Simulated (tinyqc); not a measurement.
Weibull analysis of times to dielectric breakdown, with area scaling: two steps of the calculation.

Breakdown times follow F(t) = 1 - exp(-(t/t63)^beta). The 10 times below were drawn at random from beta = 1.4, t63 = 98 s and are treated as data; all samples failed.

Parameters, values chosen for the exercise: area of a test capacitor A1 = 41 um^2; gate area of the product A2 = 1.4e6 um^2; allowed share of failed products Fp = 1e-5; Weibull slope beta = 1.4.

Question 1. Median ranks and the Weibull scale. F_i = (i - 0.3)/(n + 0.4) for the sorted times, W_i = ln(-ln(1 - F_i)).

t, i 1 to 10 (s): 20.8  31.9  47.5  54.2  65.2  68.9  91  99  121  136

Wanted: F; W; ln t.

Answer 1.

```
i         F        W    ln t
1   0.06731  -2.6638  3.0350
2   0.16346  -1.7233  3.4626
3   0.25962  -1.2020  3.8607
4   0.35577  -0.8217  3.9927
5   0.45192  -0.5086  4.1775
6   0.54808  -0.2304  4.2327
7   0.64423   0.0329  4.5109
8   0.74038   0.2990  4.5951
9   0.83654   0.5940  4.7958
10  0.93269   0.9927  4.9127
```

Question 2. Scale parameter and projection to the product. t63 = (mean of t^beta)^(1/beta). Defects are spread at random, so -ln(1 - F) is proportional to the area: t63(A2) = t63 (A1/A2)^(1/beta), and the time to the share Fp is t63(A2) (-ln(1 - Fp))^(1/beta).

t, i 1 to 10 (s): 20.8  31.9  47.5  54.2  65.2  68.9  91  99  121  136
converged beta = 2.2070428

Give: t63; t63 of the product; time to Fp; decades lost against t63.

Answer 2.

t63 = 83.27 s
t63 of the product = 0.7353 s
time to Fp = 0.003990 s
decades lost against t63 = 4.320

The straight-line values give 6.98e-4 s for the time to Fp and the values that made the data 1.52e-5 s: with 10 samples beta is uncertain by about 0.78/sqrt(n) = 25 %, and the projection hangs on 1/beta.

tinyqc, about 0.01 s, one thread, Intel Xeon 2.30GHz (shared host): `OMP_NUM_THREADS=1 python tinyqc.py 2070021 2070022 out.jsonl`
